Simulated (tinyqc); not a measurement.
Koster-Slater impurity in a tight-binding band, by Green functions and by supercells: one step, computed by the program tinyqc.

One orbital per site, e(k) = -2 t sum cos(k_i) over 1 direction(s), band from -2 t to 2 t, lattice constant 1. One site has the extra energy U. Spin is left out.

Task: The level in the supercell. In a periodic cell of N sites along each direction with Bloch vector K, the level solves 1/U = N^-d sum_k 1/(E - e(k)), k_i = (2 pi m_i + K_i)/N, m_i = 0..N-1; the outermost root on the side of U is taken (bisection). d is the number of directions. Gamma means K_i = 0, the zone corner K_i = pi, the quarter point K_i = pi/2. The error is measured against the isolated level E_b.

Inputs (values chosen for the exercise, for a model band): hopping t = 0.84 eV; impurity potential U = -0.958 eV; supercell edge N = 5 sites.

Lattice: chain.

level E_b = -1.933950 eV

Give: level at Gamma; level at the corner; level at the quarter point; error at Gamma; width between Gamma and the corner.

Result:

level at Gamma = -1.9869 eV

level at the corner = -1.8480 eV

level at the quarter point = -1.9296 eV

error at Gamma = -0.052910 eV

width between Gamma and the corner = 0.13882 eV

Images turn the level into a band 0.139 eV wide; the quarter point misses the isolated level by 0.0043 eV, far less than Gamma, because the leading hopping between images averages out there.
